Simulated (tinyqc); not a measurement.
Worked calculation: Hueckel theory of the pi electrons with the omega technique, for the molecule O=C1C=CC(=O)C=C1 (SMILES; centres numbered as the heavy atoms are written). Computed by tinyqc, a small Python program that keeps every step. Settings: charge = 0, omega = 0.6, damping = 0.3. Command: `OMP_NUM_THREADS=1 python tinyqc.py 25088 25089 out.jsonl` (the two numbers bound the seeds that draw the settings). One thread of a shared host (Intel(R) Xeon(R) Processor @ 2.60GHz), about 0.01 s of CPU time with the checks.

## The Hueckel matrix

Centres:
```
centre,"z_r, pi electrons of the neutral centre",h
1O,1,1.000000
2C,1,0.000000
3C,1,0.000000
4C,1,0.000000
5C,1,0.000000
6O,1,1.000000
7C,1,0.000000
8C,1,0.000000
```

Bonds:
```
i,j,k
1,2,1.000000
2,3,1
3,4,1
4,5,1
5,6,1
5,7,1
7,8,1
8,2,1
```

H_rr = alpha + h_r beta, H_rs = k_rs beta for bonded centres.

Hueckel matrix in units of beta (H = alpha + beta A), lower triangle:
```
,1O,2C,3C,4C,5C,6O,7C,8C
1O,1.000000
2C,1.000000,0.000000
3C,0.000000,1.000000,0.000000
4C,0.000000,0.000000,1.000000,0.000000
5C,0.000000,0.000000,0.000000,1.000000,0.000000
6O,0.000000,0.000000,0.000000,0.000000,1.000000,1.000000
7C,0.000000,0.000000,0.000000,0.000000,1.000000,0.000000,0.000000
8C,0.000000,1.000000,0.000000,0.000000,0.000000,0.000000,1.000000,0.000000
```

## Orbitals, round 1

pi electrons, sum of z_r less the charge = 8

Diagonalise; E = alpha + x beta with beta < 0, so the largest x are filled first; degenerate levels share their electrons. P = sum n_i c_ri c_si; each orbital has its largest coefficient positive (the first on a tie).

x values: 2.302776  1.860806  1.000000  1.000000  0.254102  -1.000000  -1.302776  -2.114908

occupations: 2.000000  2.000000  2.000000  2.000000  0.000000  0.000000  0.000000  0.000000

coefficients:
```
,MO1,MO2,MO3,MO4,MO5,MO6,MO7,MO8
1O,0.326260,0.510036,0.000000,0.577350,0.469959,0.000000,-0.245399,-0.137845
2C,0.425044,0.439042,0.000000,0.000000,-0.350542,0.000000,0.565100,0.429374
3C,0.326260,0.153468,0.500000,-0.288675,-0.279516,0.500000,-0.245399,-0.385121
4C,0.326260,-0.153468,0.500000,-0.288675,0.279516,-0.500000,-0.245399,0.385121
5C,0.425044,-0.439042,0.000000,0.000000,0.350542,0.000000,0.565100,-0.429374
6O,0.326260,-0.510036,0.000000,0.577350,-0.469959,0.000000,-0.245399,0.137845
7C,0.326260,-0.153468,-0.500000,-0.288675,0.279516,0.500000,-0.245399,0.385121
8C,0.326260,0.153468,-0.500000,-0.288675,-0.279516,-0.500000,-0.245399,-0.385121
```

charge and bond-order matrix P, lower triangle:
```
,1O,2C,3C,4C,5C,6O,7C,8C
1O,1.399832
2C,0.725205,0.746841
3C,0.036107,0.412108,0.926663
4C,-0.276990,0.142592,0.832453,0.926663
5C,-0.170505,-0.024191,0.142592,0.412108,0.746841
6O,0.359284,-0.170505,-0.276990,0.036107,0.725205,1.399832
7C,-0.276990,0.142592,-0.167547,-0.073337,0.412108,0.036107,0.926663
8C,0.036107,0.412108,-0.073337,-0.167547,0.142592,-0.276990,0.832453,0.926663
```

Within a degenerate level the vectors are fixed only up to a rotation; this is one choice.

## Omega technique, round 1

h_r = h_r(0) + omega q_r, omega = 0.6, with q_r = z_r - P_rr; 0.3 of the old diagonal is kept.

matrix after round 1, lower triangle:
```
,1O,2C,3C,4C,5C,6O,7C,8C
1O,0.832070
2C,1.000000,0.106327
3C,0.000000,1.000000,0.030801
4C,0.000000,0.000000,1.000000,0.030801
5C,0.000000,0.000000,0.000000,1.000000,0.106327
6O,0.000000,0.000000,0.000000,0.000000,1.000000,0.832070
7C,0.000000,0.000000,0.000000,0.000000,1.000000,0.000000,0.030801
8C,0.000000,1.000000,0.000000,0.000000,0.000000,0.000000,1.000000,0.030801
```

## Orbitals, round 2

As before.

x values: 2.323680  1.826859  1.030801  0.896045  0.206980  -0.969199  -1.250526  -2.064640

occupations: 2.000000  2.000000  2.000000  2.000000  0.000000  0.000000  0.000000  0.000000

coefficients:
```
,MO1,MO2,MO3,MO4,MO5,MO6,MO7,MO8
1O,0.291432,0.472164,0.000000,0.586241,0.505640,0.000000,-0.267186,-0.146252
2C,0.434703,0.469703,0.000000,0.037504,-0.316070,0.000000,0.556441,0.423649
3C,0.336229,0.167988,0.500000,-0.278312,-0.268727,0.500000,-0.243911,-0.386738
4C,0.336229,-0.167988,0.500000,-0.278312,0.268727,-0.500000,-0.243911,0.386738
5C,0.434703,-0.469703,0.000000,0.037504,0.316070,0.000000,0.556441,-0.423649
6O,0.291432,-0.472164,0.000000,0.586241,-0.505640,0.000000,-0.267186,0.146252
7C,0.336229,-0.167988,-0.500000,-0.278312,0.268727,0.500000,-0.243911,0.386738
8C,0.336229,0.167988,-0.500000,-0.278312,-0.268727,-0.500000,-0.243911,-0.386738
```

charge and bond-order matrix P, lower triangle:
```
,1O,2C,3C,4C,5C,6O,7C,8C
1O,1.303101
2C,0.740901,0.821990
3C,0.028296,0.429253,0.937455
4C,-0.288975,0.113635,0.824575,0.937455
5C,-0.146208,-0.060495,0.113635,0.429253,0.821990
6O,0.411345,-0.146208,-0.288975,0.028296,0.740901,1.303101
7C,-0.288975,0.113635,-0.175425,-0.062545,0.429253,0.028296,0.937455
8C,0.028296,0.429253,-0.062545,-0.175425,0.113635,-0.288975,0.824575,0.937455
```

## Omega technique, round 2

As before.

matrix after round 2, lower triangle:
```
,1O,2C,3C,4C,5C,6O,7C,8C
1O,0.822319
2C,1.000000,0.106662
3C,0.000000,1.000000,0.035509
4C,0.000000,0.000000,1.000000,0.035509
5C,0.000000,0.000000,0.000000,1.000000,0.106662
6O,0.000000,0.000000,0.000000,0.000000,1.000000,0.822319
7C,0.000000,0.000000,0.000000,0.000000,1.000000,0.000000,0.035509
8C,0.000000,1.000000,0.000000,0.000000,0.000000,0.000000,1.000000,0.035509
```

## Convergence

Each round sets h_r = h_r(0) + omega (z_r - P_rr), keeping the share named as damping of the old diagonal; repeat until output and input diagonals agree to 1e-6.

Rounds:
```
round,sum n x,largest |h(out) - h(in)|
1,12.327163,2.40e-01
2,12.154769,1.39e-02
3,12.147617,1.41e-03
4,12.147104,3.22e-04
5,12.147032,7.17e-05
6,12.147018,1.56e-05
7,12.147015,3.40e-06
8,12.147015,7.37e-07
```

Converged in 8 rounds.

## Energy, charges, bond orders

final x values: 2.324196  1.822297  1.036693  0.890322  0.202899  -0.963307  -1.251211  -2.061888

occupations: 2.000000  2.000000  2.000000  2.000000  0.000000  0.000000  0.000000  0.000000

final P, lower triangle:
```
,1O,2C,3C,4C,5C,6O,7C,8C
1O,1.298147
2C,0.741664,0.824164
3C,0.028380,0.429819,0.938844
4C,-0.289584,0.111480,0.824564,0.938844
5C,-0.144055,-0.062604,0.111480,0.429819,0.824164
6O,0.413476,-0.144055,-0.289584,0.028380,0.741664,1.298147
7C,-0.289584,0.111480,-0.175436,-0.061156,0.429819,0.028380,0.938844
8C,0.028380,0.429819,-0.061156,-0.175436,0.111480,-0.289584,0.824564,0.938844
```

E = sum n x; q_r = z_r - P_rr; bond order p = P_rs; free valence = sqrt(3) - sum of p over the bonds of the atom.

pi energy = 8 alpha + this times beta = 12.147015

pi charges: 1O -0.298147, 2C 0.175836, 3C 0.061156, 4C 0.061156, 5C 0.175836, 6O -0.298147, 7C 0.061156, 8C 0.061156

Bond orders and lengths from R = 1.517 - 0.180 p (angstrom, C-C alone):
```
bond,p,R
1-2,0.741664,-
2-3,0.429819,1.439633
3-4,0.824564,1.368578
4-5,0.429819,1.439633
5-6,0.741664,-
5-7,0.429819,1.439633
7-8,0.824564,1.368578
8-2,0.429819,1.439633
```

free valence of the carbons: 2C 0.130748, 3C 0.477667, 4C 0.477667, 5C 0.130748, 7C 0.477667, 8C 0.477667

gap between the highest filled and the next level = 0.687423 |beta|
